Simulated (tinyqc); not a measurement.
Short-channel transistor, virtual-source model with series resistance: two steps of the calculation.

The current per gate width is the charge at the top of the source barrier (the virtual source) times its velocity times a saturation function; al and be are fitting constants of the model. Units: I in uA/um, Rs in ohm um, so I Rs = 1e-6 I Rs in volts; Q in uC/cm^2, so I = 1e-4 Q vx0 Fsat with vx0 in cm/s.

Parameters, values chosen for the exercise: temperature T = 273 K; inversion capacitance Cinv = 2.77 uF/cm^2; velocity at the virtual source vx0 = 1.13e7 cm/s; apparent mobility mu = 570 cm^2/(V s); channel length L = 16 nm; threshold at zero drain voltage VT0 = 0.377 V; drain-induced barrier lowering dl = 0.166 V/V; subthreshold factor n0 = 1.31; growth of n with drain voltage nd = 0.2 1/V; threshold shift (in units of Vt) from weak to strong inversion al = 3.5; sharpness of saturation be = 2; series resistance of each contact Rs = 30 ohm um; gate voltage Vgs = 0.8 V; drain voltage Vds = 0.8 V.

Constants: q = 1.602176634e-19 C, kB = 1.380649e-23 J/K, Vt = kB T/q. Results are converted to the units shown.

Task 1. Current through the series resistance. Intrinsic voltages Vg' = Vgs - I Rs, Vd' = Vds - 2 I Rs. n = n0 + nd Vd', VT = VT0 - dl Vd', Ff = 1/(1 + exp((Vg' - VT + al Vt/2)/(al Vt))), Q = Cinv n Vt ln(1 + exp((Vg' - VT + al Vt Ff)/(n Vt))), Vdsat = (vx0 L/mu)(1 - Ff) + Vt Ff, Fsat = u/(1 + u^be)^(1/be) with u = Vd'/Vdsat, and I(out) = Q vx0 Fsat per width. (Fsat takes the sign of u.) I(new) = I(out).

I at the start = 0 uA/um

Wanted: Vg'; Vd'; VT; Ff; Q; Vdsat; Fsat; I(out); I after iteration 1.

Result 1.

Vg' = 0.8000 V
Vd' = 0.8000 V
VT = 0.2442 V
Ff = 7.095e-4
Q = 1.540 uC/cm^2
Vdsat = 0.03171 V
Fsat = 0.9992
I(out) = 1739 uA/um
I after iteration 1 = 1739 uA/um

Task 2. What the series resistance costs. n = n0 + nd Vd', VT = VT0 - dl Vd', Ff = 1/(1 + exp((Vg' - VT + al Vt/2)/(al Vt))), Q = Cinv n Vt ln(1 + exp((Vg' - VT + al Vt Ff)/(n Vt))), Vdsat = (vx0 L/mu)(1 - Ff) + Vt Ff, Fsat = u/(1 + u^be)^(1/be) with u = Vd'/Vdsat, and I = Q vx0 Fsat per width. I0 is the current for Rs = 0. Effective velocity I/Q; transit time L Q/I.

converged I = 1545.2647 uA/um
I0 = 1738.5270 uA/um

Give: loss against I0; effective velocity; transit time.

Result 2.

loss against I0 = 11.12 %
effective velocity = 1.129e7 cm/s
transit time = 0.1417 ps

The carriers leave the virtual source at 99.9 % of vx0: the device is in saturation.

Numbers from tinyqc (`OMP_NUM_THREADS=1 python tinyqc.py 2380066 2380067 out.jsonl`; about 0.01 s on one thread of a shared Intel Xeon 2.30GHz).
